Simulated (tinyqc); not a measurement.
Closing and inverting the gap: three-level Kane dispersion of a narrow-gap semiconductor.

Zero of energy at Gamma8, c = hbar^2/2m0, P^2 = Ep c. The free-electron term and remote bands are left out, so the heavy holes are flat at E = 0 and the other three bands obey E (E - Eg)(E + Dso) = P^2 k^2 (E + 2 Dso/3). The conduction band is the highest root; its edge is Ec = max(Eg, 0).

Constants: hbar^2/2m0 = 3.80998211 eV angstrom^2.

Values chosen for the exercise (out of a larger set: a narrow-gap II-VI alloy; not measured data):
```
symbol  value  unit        meaning
Dso     1.03   eV          spin-orbit splitting
Ep      18.5   eV          Kane energy
k       0.013  1/angstrom  wave vector
```

Eg is varied at fixed k, Dso and Ep. Edge mass: Eg (Eg + Dso)/(Ep (Eg + 2 Dso/3)) for Eg > 0, 3 |Eg|/(2 Ep) for Eg < 0. The Gamma6 weight of the conduction state is 1/(1 + P^2 k^2 [(2/3)/E^2 + (1/3)/(E + Dso)^2]).

Results:
```
Eg (eV)      m0*  highest root (eV)  middle (eV)  lowest (eV)  E - Ec (meV)  Gamma6 weight
-0.400   0.03243             0.0191      -0.4128      -1.0363          19.1          0.044
-0.200   0.01622             0.0344      -0.2296      -1.0348          34.4          0.130
-0.020   0.00162             0.0813      -0.0973      -1.0339          81.3          0.453
0.020    0.00161             0.1016      -0.0778      -1.0338          81.6          0.564
0.080    0.00626             0.1401      -0.0565      -1.0336          60.1          0.710
0.200    0.01500             0.2367      -0.0334      -1.0332          36.7          0.874
0.400    0.02845             0.4216      -0.0188      -1.0328          21.6          0.956
```

Give the missing row, Eg (eV) = -0.080.

Computed row:
```
Eg (eV)      m0*  highest root (eV)  middle (eV)  lowest (eV)  E - Ec (meV)  Gamma6 weight
-0.080   0.00649             0.0588      -0.1346      -1.0342          58.8          0.303
```

The edge mass vanishes with |Eg| from both sides, yet the kinetic energy at this k stays finite, at most 81.6 meV in the table; at Eg = 0 the two-level form, without the split-off band, gives the linear value sqrt(2/3) P k = 89.1 meV. The Gamma6 weight of the conduction state goes smoothly from 0.04 to 0.96 and is 0.45 and 0.56 in the two rows next to Eg = 0: at finite k nothing jumps at the inversion.

Run: tinyqc, `OMP_NUM_THREADS=1 python tinyqc.py 1051401 1051402 out.jsonl`; Intel(R) Xeon(R) Processor @ 2.30GHz, one thread, shared host; about 0.01 s of CPU time with all checks.
